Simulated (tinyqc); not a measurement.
Which single mass stands for the valley: donor in an ellipsoidal valley (Kohn-Luttinger variational method). Computed by tinyqc, a small Python program. Command: `OMP_NUM_THREADS=1 python tinyqc.py 3014176 3014177 out.jsonl kohnlutt walk`. One thread of a shared host (Intel(R) Xeon(R) Processor @ 2.30GHz), about 0.03 s of CPU time with the checks.

H = -(d^2/dx^2 + d^2/dy^2) - gamma d^2/dz^2 - 2/r in units built on m_t, with gamma = m_t/m_l and z along the valley axis. One valley; no valley-orbit or central-cell term.

Inputs (values chosen for the exercise, for a model semiconductor): transverse mass m_t = 0.119 m_0; longitudinal mass m_l = 0.889 m_0; dielectric constant eps = 10.6.

Constants: Ry = 13.605693123 eV; a_0 = 0.529177210903 angstrom.

Method:
- Ry* = Ry m_t/eps^2, a* = a_0 eps/m_t, gamma = m_t/m_l.
- Trial function exp(-sqrt((x^2 + y^2)/a^2 + z^2/b^2)) with beta = b/a < 1: E = t/a^2 - u/a, t = (2 + gamma/beta^2)/3, u = 2 arcsin(sqrt(1 - beta^2))/sqrt(1 - beta^2); the best a is 2 t/u and E(beta) = -u^2/(4 t).
- Golden-section search on beta from 0.05 to 0.999, 60 steps.
- Gaussian basis: g = P exp(-al (x^2 + y^2) - be z^2) with P = 1 (s-like), z (2p0) or x (2p+-); al = 0.004 x 2.6^k, k = 0..11, and be/al = 1, gamma^(-1/2) or 1/gamma (36 functions); 1/r = (2/sqrt(pi)) int exp(-t^2 r^2) dt by 48 Gauss-Legendre points after t = sqrt(al_i + al_j) tan(theta); overlap eigenvalues below 1e-10 are dropped.
- A hydrogenic level is Ry m/eps^2 for one mass m; errors are against the Gaussian basis.

gamma = 0.133858

1s binding energy, Gaussian basis = 24.9904 meV

1s binding energy, trial function = 24.9323 meV

1s binding energy:
```
rule                                      mass (m_0)  binding (meV)  error (%)
transverse mass                              0.11900          14.41     -42.34
conductivity mass 3/(2/m_t + 1/m_l)          0.16730          20.26     -18.93
density-of-states mass (m_t^2 m_l)^(1/3)     0.23263          28.17      12.72
longitudinal mass                            0.88900         107.65     330.76
trial function with a and b                        -          24.93      -0.23
mass that fits 1s                            0.20638          24.99       0.00
```

The conductivity mass, which is what a spherical trial function (a = b) gives, falls short by 18.9 %, as a restricted variational bound must; the density-of-states mass is off by +12.7 %. The mass that fits lies between the two.

Extremes, crossings and ranges named in words are read from the listed rows.
